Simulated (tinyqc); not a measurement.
Inside a calculation. Method: Pariser-Parr-Pople SCF with singles CI, for the molecule C=Cc1ccccc1 (SMILES; centres numbered as the heavy atoms are written). Computed by tinyqc, a small Python program that keeps every step. Settings: charge = 0, gamma = Ohno, start = huckel, damping = 0, iteration cap = 76, excitations kept = 4. Command: `OMP_NUM_THREADS=1 python tinyqc.py 25155 25156 out.jsonl` (the two numbers bound the seeds that draw the settings). One thread of a shared host (Intel(R) Xeon(R) Processor @ 2.60GHz), about 0.02 s of CPU time with the checks. Later iterations appear only in the table of the cycle.

## PPP integrals

Centres (angstrom, eV; a flat drawing with bonds scaled to 1.40 angstrom):
```
centre          x          y  core charge z          W   gamma_rr
1C      -2.879000   0.438000              1  11.160000  11.130000
2C      -1.930000  -0.591000              1  11.160000  11.130000
3C      -0.564000  -0.283000              1  11.160000  11.130000
4C       0.385000  -1.311000              1  11.160000  11.130000
5C       1.751000  -1.003000              1  11.160000  11.130000
6C       2.167000   0.333000              1  11.160000  11.130000
7C       1.218000   1.362000              1  11.160000  11.130000
8C      -0.148000   1.054000              1  11.160000  11.130000
```

Resonance integrals (eV):
```
i  j       beta
1  2  -2.390000
2  3  -2.390000
3  4  -2.390000
4  5  -2.390000
5  6  -2.390000
6  7  -2.390000
7  8  -2.390000
8  3  -2.390000
```

Ohno: gamma = 14.399645/sqrt(R^2 + a^2), a = 2 x 14.399645/(gamma_rr + gamma_ss); H_rr = -W_r - sum_(s != r) z_s gamma_rs; H_rs = beta for bonds.

repulsion gamma_rs (eV), lower triangle:
```
           1C         2C         3C         4C         5C         6C         7C         8C
1C  11.130000
2C   7.554442  11.130000
3C   5.239560   7.553010  11.130000
4C   3.670975   5.240060   7.556581  11.130000
5C   2.869206   3.670163   5.240060   7.553010  11.130000
6C   2.763701   3.276624   4.668999   5.239840   7.555992  11.130000
7C   3.276624   3.669614   5.238699   4.668753   5.240168   7.554442  11.130000
8C   4.668999   5.238699   7.553212   5.240168   4.669089   5.239560   7.553010  11.130000
```

core matrix H (eV), lower triangle:
```
            1C          2C          3C          4C          5C          6C          7C          8C
1C  -41.203506
2C   -2.390000  -47.362612
3C    0.000000   -2.390000  -54.210122
4C    0.000000    0.000000   -2.390000  -50.329386
5C    0.000000    0.000000    0.000000   -2.390000  -47.957686
6C    0.000000    0.000000    0.000000    0.000000   -2.390000  -47.459157
7C    0.000000    0.000000    0.000000    0.000000    0.000000   -2.390000  -48.361310
8C    0.000000    0.000000   -2.390000    0.000000    0.000000    0.000000   -2.390000  -51.322737
```

## Starting guess

pi electrons, sum of z_r less the charge = 8

Orbitals of the Hueckel matrix of the beta values.

P at the start, lower triangle:
```
           1C         2C         3C         4C         5C        6C        7C        8C
1C   1.000000
2C   0.911344   1.000000
3C   0.000000   0.405894   1.000000
4C  -0.252725   0.000000   0.610131   1.000000
5C   0.000000  -0.048488   0.000000   0.678703   1.000000
6C   0.204237   0.000000  -0.301212   0.000000   0.658619  1.000000
7C   0.000000  -0.048488   0.000000  -0.321297   0.000000  0.658619  1.000000
8C  -0.252725   0.000000   0.610131   0.000000  -0.321297  0.000000  0.678703  1.000000
```

## Iteration 1: Fock matrix

F_rr = H_rr + P_rr gamma_rr / 2 + sum_(s != r) P_ss gamma_rs; F_rs = H_rs - P_rs gamma_rs / 2; E = tr P (H + F) / 2 + core repulsion sum_(r<s) z_r z_s gamma_rs.

F (eV), lower triangle:
```
           1C         2C         3C         4C         5C         6C         7C         8C
1C  -5.595000
2C  -5.832347  -5.595000
3C   0.000000  -3.922862  -5.595000
4C   0.463873   0.000000  -4.695254  -5.595000
5C   0.000000   0.088979   0.000000  -4.953127  -5.595000
6C  -0.282225   0.000000   0.703180   0.000000  -4.878260  -5.595000
7C   0.000000   0.088965   0.000000   0.750027   0.000000  -4.877750  -5.595000
8C   0.589986   0.000000  -4.694226   0.000000   0.750081   0.000000  -4.953127  -5.595000
```

pi energy = -106.288683 eV

## Iteration 1: orbitals and new P

Diagonalise F (the basis is taken as orthonormal) and form P = 2 sum c c over the lowest orbitals.

orbital energies (eV): -14.951590  -12.725698  -11.298966  -10.231118  -0.958882  0.108966  1.535698  3.761590

P after iteration 1, lower triangle:
```
           1C         2C         3C         4C         5C        6C        7C        8C
1C   1.000000
2C   0.930248   1.000000
3C   0.000000   0.363439   1.000000
4C  -0.223470   0.000000   0.620119   1.000000
5C   0.000000  -0.040346   0.000000   0.678162   1.000000
6C   0.172159   0.000000  -0.312145   0.000000   0.659363  1.000000
7C   0.000000  -0.030368   0.000000  -0.324976   0.000000  0.661942  1.000000
8C  -0.234649   0.000000   0.621232   0.000000  -0.322039  0.000000  0.674760  1.000000
```

## Iteration 2: Fock matrix

As before.

F (eV), lower triangle:
```
           1C         2C         3C         4C         5C         6C         7C         8C
1C  -5.595000
2C  -5.903754  -5.595000
3C   0.000000  -3.762529  -5.595000
4C   0.410177   0.000000  -4.732992  -5.595000
5C   0.000000   0.074039   0.000000  -4.951082  -5.595000
6C  -0.237898   0.000000   0.728702   0.000000  -4.881070  -5.595000
7C   0.000000   0.055719   0.000000   0.758616   0.000000  -4.890302  -5.595000
8C   0.547788   0.000000  -4.736150   0.000000   0.751815   0.000000  -4.938234  -5.595000
```

pi energy = -106.334016 eV

## Iteration 2: orbitals and new P

As before.

orbital energies (eV): -14.947428  -12.714056  -11.295598  -10.289898  -0.900102  0.105598  1.524056  3.757428

P after iteration 2, lower triangle:
```
           1C         2C         3C         4C         5C        6C        7C        8C
1C   1.000000
2C   0.938052   1.000000
3C   0.000000   0.343578   1.000000
4C  -0.210334   0.000000   0.624318   1.000000
5C   0.000000  -0.037357   0.000000   0.677703   1.000000
6C   0.159242   0.000000  -0.315055   0.000000   0.659532  1.000000
7C   0.000000  -0.024853   0.000000  -0.326657   0.000000  0.663626  1.000000
8C  -0.224635   0.000000   0.626834   0.000000  -0.323018  0.000000  0.672516  1.000000
```

## Convergence

Stop when output and input P, before any damping, agree to 1e-7.

Course of the cycle:
```
iteration         E (eV)  largest |P(out) - P(in)|
1          -106.28868258                  4.25e-02
2          -106.33401581                  1.99e-02
3          -106.34305321                  9.15e-03
4          -106.34492290                  4.20e-03
5          -106.34531562                  1.92e-03
6          -106.34539883                  8.80e-04
7          -106.34541662                  4.03e-04
8          -106.34542047                  1.84e-04
9          -106.34542132                  8.41e-05
10         -106.34542152                  3.83e-05
11         -106.34542157                  1.74e-05
12         -106.34542159                  9.08e-06
13         -106.34542159                  5.53e-06
14         -106.34542159                  3.44e-06
15         -106.34542159                  2.24e-06
16         -106.34542159                  1.47e-06
17         -106.34542159                  9.64e-07
18         -106.34542159                  6.37e-07
19         -106.34542159                  4.22e-07
20         -106.34542159                  2.80e-07
21         -106.34542159                  1.86e-07
22         -106.34542159                  1.24e-07
23         -106.34542159                  8.27e-08
```

Converged in 23 iterations.

## Converged orbitals

Charges are z - P_rr.

orbital energies (eV): -14.943274  -12.700841  -11.291392  -10.335373  -0.854627  0.101392  1.510841  3.753274

coefficients:
```
         MO1        MO2        MO3        MO4        MO5        MO6        MO7        MO8
1C  0.148503   0.434338   0.011416   0.537743   0.537743   0.011416  -0.434338   0.148503
2C  0.279453   0.534430  -0.002200   0.369169  -0.369169   0.002200   0.534430  -0.279453
3C  0.486847   0.324806  -0.018752  -0.396396  -0.396396  -0.018752  -0.324806   0.486847
4C  0.397960   0.012099   0.491661  -0.315833   0.315833  -0.491661   0.012099  -0.397960
5C  0.348066  -0.313649   0.508959   0.146409   0.146409   0.508959   0.313649   0.348066
6C  0.328143  -0.462823   0.016681   0.421709  -0.421709  -0.016681  -0.462823  -0.328143
7C  0.346089  -0.327837  -0.490386   0.179630   0.179630  -0.490386   0.327837   0.346089
8C  0.394785  -0.005803  -0.507923  -0.293470   0.293470   0.507923  -0.005803  -0.394785
```

pi charges: 1C 0.000000, 2C 0.000000, 3C 0.000000, 4C 0.000000, 5C 0.000000, 6C 0.000000, 7C 0.000000, 8C 0.000000

## Singles CI, singlets

Over the 4 single excitations with the smallest orbital gaps: A = (e_a - e_i) delta + 2 (ia|jb) - (ij|ab), with (pq|rs) = sum c_mp c_mq gamma_mn c_nr c_ns. f = 2/3 w |mu|^2 in atomic units, mu = sqrt2 sum c_ia sum_m c_mi c_ma R_m.

singlet CI matrix (eV), lower triangle:
```
           4>5       4>6       3>5       3>6
4>5   4.976132
4>6  -0.132791  5.913343
3>5  -0.132791  0.777080  5.913343
3>6  -0.601058  0.006944  0.006944  6.318799
```

singlet excitation energies (eV): 4.731269  5.136263  6.517852  6.736233

oscillator strengths: 0.388189  0.000000  0.991454  0.935977

## Singles CI, triplets

Over the 4 single excitations with the smallest orbital gaps: A = (e_a - e_i) delta - (ij|ab), with (pq|rs) = sum c_mp c_mq gamma_mn c_nr c_ns.

triplet CI matrix (eV), lower triangle:
```
           4>5        4>6       3>5       3>6
4>5   3.307944
4>6  -0.041208   4.925804
3>5  -0.041208  -0.210459  4.925804
3>6  -0.210459   0.018724  0.018724  4.245722
```

triplet excitation energies (eV): 3.261057  4.287417  4.720537  5.136263
